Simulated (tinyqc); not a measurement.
Exact and approximate size effects: heat flow across a film from the phonon Boltzmann equation in the relaxation-time approximation. Computed by tinyqc, a small Python program. Command: `OMP_NUM_THREADS=1 python tinyqc.py 3028312 3028313 out.jsonl slabbte walk`. One thread of a shared host (Intel(R) Xeon(R) Processor @ 2.30GHz), about 0.01 s of CPU time with the checks.

Two black walls, hot at x = 0 and cold at x = L, emit phonons isotropically. For one free path Lambda, with tau = x/Lambda, tau_L = L/Lambda and phi = (T - T_cold)/Delta T, energy balance gives phi(tau) = (1/2) [E2(tau) + int_0^tau_L phi(s) E1(|tau - s|) ds]; E_n are the exponential integrals. The flux over the ballistic flux C v Delta T/4 is psi = 1 - 2 int_0^tau_L phi(s) E2(s) ds, and kappa_eff/kappa = (3/4) tau_L psi. kappa = C v Lambda/3 is an input, so at fixed kappa a longer free path means a smaller C v.

Inputs (values chosen for the exercise, modelled on diamond): free path Lambda_1 = 360 nm; free path Lambda_2 = 5400 nm; share f_2 of kappa = 0.21.

Free-path groups: two.

Method:
- Cut the film into n equal cells with constant phi, collocated at the centres c_i: the kernel integrates to A_ij = |E2(|c_i - e_j|) - E2(|c_i - e_(j+1)|)|/2 for cell edges e_j, and A_ii = 1 - E2(half a cell); solve (1 - A) phi = E2(c)/2; psi = 1 - 2 sum_j phi_j [E3(e_j) - E3(e_(j+1))].
- Each group is solved on its own with 150 and 300 cells, psi = (4 psi(300) - psi(150))/3, and weighted by its share of kappa (f_1 is what the others leave); exchange of energy between groups inside the film is left out.
- Two-flux: kappa_eff/kappa = sum f_i/(1 + 4 Lambda_i/(3 L)). Matthiessen with the thickness: sum f_i/(1 + Lambda_i/L). Ballistic limit: sum f_i 3 L/(4 Lambda_i).

Kappa_eff/kappa:
```
L (nm)  Boltzmann  two-flux  Matthiessen  ballistic limit
11       0.017908  0.018019     0.023850         0.018425
36       0.055299  0.056161     0.073209           0.0603
90        0.12408   0.12733      0.16144          0.15075
220       0.24641   0.25451      0.30788           0.3685
540       0.42087   0.43289      0.49309           0.9045
1400      0.61191   0.62248      0.67164            2.345
3600      0.75946   0.76706      0.80218             6.03
9000      0.86122   0.86667      0.89087           15.075
```

What follows from these numbers?

The two-flux formula lies above the Boltzmann result by at most about 3.3 % (at L = 220 nm); the Matthiessen form is high by up to 33 %, since it misses the factor 3/4 of the ballistic limit. The thinnest film reaches 97 % of that limit, and the thickest, 25 Lambda_1, only 86 % of the bulk value: the long free paths keep the size effect alive far beyond Lambda_1.
